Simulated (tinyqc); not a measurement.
p-n diode with diffusion and depletion-layer recombination: two steps of the calculation.

Abrupt junction in the depletion approximation, low injection, full ionisation, neutral widths fixed, ohmic contact on the p side. Vj is the junction voltage; where a series resistance Rs is given, V = Vj + J Rs is the terminal voltage.

Inputs (values chosen for the exercise); band and dielectric values close to those of indium phosphide:
- T = 293 K (temperature)
- Eg = 1.34 eV (band gap)
- eps_r = 12.3 (relative permittivity)
- Nc = 5.42e17 cm^-3 (conduction-band density of states at T)
- Nv = 1.06e19 cm^-3 (valence-band density of states at T)
- Na = 1.7e16 cm^-3 (acceptor density)
- Nd = 7.4e15 cm^-3 (donor density)
- mun = 3300 cm^2/(V s) (electron mobility in the p side)
- mup = 170 cm^2/(V s) (hole mobility in the n side)
- tn = 1e-6 s (electron lifetime)
- tp = 3e-9 s (hole lifetime)
- wp = 51 um (neutral width of the p side)
- wn = 1.6 um (neutral width of the n side)
- Sp = 1e7 cm/s (recombination velocity at the n contact)
- Et = 0.1 eV (trap level above the intrinsic level)
- Vj = 0.42 V (junction voltage at which recombination is evaluated)

Constants: q = 1.602176634e-19 C, kB = 1.380649e-23 J/K, Vt = kB T/q, eps0 = 8.8541878128e-14 F/cm where lengths are in cm. Results are converted to the units shown.

Question 1. Diffusion lengths and saturation currents. ni = sqrt(Nc Nv) exp(-Eg/(2 Vt)), Eg in volts; D = mu Vt; Ln = sqrt(Dn tn), Lp = sqrt(Dp tp); J0n = q ni^2 Dn coth(wp/Ln)/(Ln Na); J0p = (q ni^2 Dp/(Lp Nd)) (s + tanh(wn/Lp))/(1 + s tanh(wn/Lp)), s = Sp Lp/Dp.

Wanted: ni; Ln; Lp; J0n; J0p.

Answer 1.

ni = 7.1655e6 cm^-3
Ln = 91.280 um
Lp = 1.1348 um
J0n = 8.7116e-18 A/cm^2
J0p = 4.7337e-17 A/cm^2

wp/Ln = 0.56 and wn/Lp = 1.4; holes carry 84.5 % of the diffusion current.

Question 2. Recombination in the depleted layer. ni = sqrt(Nc Nv) exp(-Eg/(2 Vt)), Eg in volts. Vbi = Vt ln(Na Nd/ni^2), W = sqrt(2 eps0 eps_r (Vbi - Vj)(1/Na + 1/Nd)/q), xp = W Nd/(Na + Nd), xn = W Na/(Na + Nd); u(x) = q Na (x + xp)^2/(2 eps0 eps_r) for x < 0 and Vbi - Vj - q Nd (xn - x)^2/(2 eps0 eps_r) for x > 0; p = Na exp(-u/Vt), n = Nd exp((u - Vbi + Vj)/Vt); U = ni^2 (exp(Vj/Vt) - 1)/(tp (n + ni exp(Et/Vt)) + tn (p + ni exp(-Et/Vt))); J_scr = q times the integral of U from -xp to xn. Trapezoid rule on 14 equal steps.

Wanted: W; x; u; n; p; U; J_scr.

Answer 2.

W = 413.7 nm

| point | x (nm) | u (V) | n (cm^-3) | p (cm^-3) | U (cm^-3 s^-1) |
|---|---|---|---|---|---|
| 0 | -125.5 | 0.0000 | 5.062e4 | 1.700e16 | 5.062e10 |
| 1 | -95.9 | 0.0109 | 7.801e4 | 1.103e16 | 7.801e10 |
| 2 | -66.4 | 0.0437 | 2.855e5 | 3.014e15 | 2.855e11 |
| 3 | -36.8 | 0.0983 | 2.482e6 | 3.467e14 | 2.482e12 |
| 4 | -7.3 | 0.1747 | 5.123e7 | 1.680e13 | 5.123e13 |
| 5 | 22.3 | 0.2641 | 1.765e9 | 4.876e11 | 1.765e15 |
| 6 | 51.8 | 0.3449 | 4.331e10 | 1.987e10 | 4.303e16 |
| 7 | 81.4 | 0.4162 | 7.294e11 | 1.180e9 | 2.554e17 |
| 8 | 110.9 | 0.4780 | 8.431e12 | 1.021e8 | 3.388e16 |
| 9 | 140.5 | 0.5303 | 6.687e13 | 1.287e7 | 4.289e15 |
| 10 | 170.0 | 0.5730 | 3.640e14 | 2.364e6 | 7.880e14 |
| 11 | 199.6 | 0.6063 | 1.360e15 | 6.329e5 | 2.110e14 |
| 12 | 229.1 | 0.6301 | 3.485e15 | 2.469e5 | 8.231e13 |
| 13 | 258.7 | 0.6443 | 6.130e15 | 1.404e5 | 4.679e13 |
| 14 | 288.2 | 0.6491 | 7.400e15 | 1.163e5 | 3.876e13 |

J_scr = 1.608e-7 A/cm^2

tinyqc, about 0.01 s, one thread, Intel Xeon 2.30GHz (shared host): `OMP_NUM_THREADS=1 python tinyqc.py 2260027 2260028 out.jsonl`
